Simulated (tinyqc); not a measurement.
Decay of LO phonons and the hot-phonon bottleneck in the cooling of electrons: one step, computed by the program tinyqc. Command: `OMP_NUM_THREADS=1 python tinyqc.py 3012979 3012980 out.jsonl hotphonon walk`. One thread of a shared host (Intel(R) Xeon(R) Processor @ 2.30GHz), about 0.01 s of CPU time with the checks.

n(E, T) = 1/(exp(E/(k_B T)) - 1) is the Bose occupation. Electrons have a temperature T_e; the LO modes within their reach share one occupation N; the decay products stay at the lattice temperature.

Question. Electron and phonon temperatures in closed form. Net emission per electron: [(N + 1) x - N]/tau_sp with x = exp(-hbar omega/(k_B T_e)), a simple two-level balance; steady state of the modes: n [(N + 1) x - N]/tau_sp = N_m (N - N_0)/tau; power per electron P = hbar omega [(N + 1) x - N]/tau_sp. With p = P tau_sp/(hbar omega): N = N_0 + r p and x = (p + N)/(N + 1); without hot phonons N = N_0. The mode temperature T_LO solves n(hbar omega, T_LO) = N.

Inputs (values chosen for the exercise, modelled on silicon carbide): LO energy hbar omega = 122 meV; lattice temperature T = 150 K; power supplied per electron P = 0.59 nW.

Decay channel: two unequal phonons (Ridley).

emission time tau_sp = 8.775943 fs

equilibrium LO occupation N_0 = 7.961868e-05

bottleneck ratio r = 8.321804

Constants: e = 1.602176634e-19 C; k_B = 8.617333262e-05 eV/K.

Give: reduced power p; LO occupation N; electron temperature T_e; T_e without hot phonons; mode temperature T_LO.

Answer.

reduced power p = 2.649e-04

LO occupation N = 0.002284

electron temperature T_e = 237.0 K

T_e without hot phonons = 177.6 K

mode temperature T_LO = 232.7 K
